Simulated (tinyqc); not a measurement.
# Worked calculation: resistance of a source-drain extension with a graded tip

tinyqc, about 0.03 s, one thread, Intel Xeon 2.30GHz (shared host): `OMP_NUM_THREADS=1 python tinyqc.py 2282114 2282115 out.jsonl` Printed values are rounded.

y runs along the channel, the gate covers y > 0. The doping is N0 for y < y0 and N0 10^(-(y - y0)/la) beyond, uniform over the depth xj. Sheet conductance s(y) = q mu(N) max(N - Nch, 0) xj + (for y > 0) ma Cox Vo, with mu(N) = u0 + (u1 - u0)/(1 + (N/Nr)^au) and Cox = eps0 eox/tox. Current is taken as one-dimensional; depletion of the tip, spreading and the contact are left out. The metallurgical junction lies at yj, where N = Nch.

Parameters, values chosen for the exercise; mobility law close to that of holes in silicon: relative permittivity of the gate insulator (close to hafnium oxide) eox = 22.1; insulator thickness tox = 3.9 nm; active doping of the extension far from the gate N0 = 8.3e19 cm^-3; lateral abruptness la = 4.3 nm/decade; position under the gate where the fall begins (gate edge at 0) y0 = -0.8 nm; depth of the extension xj = 8 nm; channel doping Nch = 3.1e17 cm^-3; gate overdrive Vo = 0.73 V; mobility of the gate-induced layer ma = 34 cm^2/(V s); mobility at low doping u1 = 470.5 cm^2/(V s); mobility at high doping u0 = 44.9 cm^2/(V s); reference doping Nr = 2.23e17 cm^-3; exponent au = 0.719; gate length Lg = 50 nm.

Constants: q = 1.602176634e-19 C, eps0 = 8.8541878128e-14 F/cm where lengths are in cm. Results are converted to the units shown.

## Sheet resistances and junction position

yj = y0 + la log10(N0/Nch); sheet resistance of the full extension 1/[q mu(N0)(N0 - Nch) xj] and of the gate-induced layer 1/(ma Cox Vo); metallurgical length Lg - 2 yj; ye is where the doped and the gate-induced conductances are equal.

yj = 9.63918 nm
sheet resistance of the extension = 1855.49 ohm/square
sheet resistance of the induced layer = 8030.12 ohm/square
metallurgical length = 30.7216 nm
ye = 2.34043 nm
N at ye = 1.54435e19 cm^-3

The gate takes over 7.30 nm before the junction, where N is still 49.8 times the channel doping.

## Resistance of the overlapped part

Midpoint rule on 10 equal steps from 0 to yj: R_ov = sum h/s(y), per width.

```
point    y (nm)   N (cm^-3)  doped conductance (uS)  sheet resistance (ohm/square)
0      0.481959  4.17780e19                 289.996                        2412.39
1       1.44588  2.49334e19                 185.452                        3225.98
2       2.40980  1.48804e19                 120.828                        4075.66
3       3.37371  8.88070e18                 80.2021                        4884.40
4       4.33763  5.30005e18                 54.0229                        5600.54
5       5.30155  3.16310e18                 36.5486                        6208.10
6       6.26547  1.88776e18                 24.3271                        6717.80
7       7.22939  1.12662e18                 15.2942                        7151.78
8       8.19330  6.72376e17                 8.24147                        7531.67
9       9.15722  4.01278e17                 2.49682                        7872.28
```

R_ov = 53.672 ohm um

The exact integral is 53.655 ohm um; the coarse sum is 0.030 % above it.
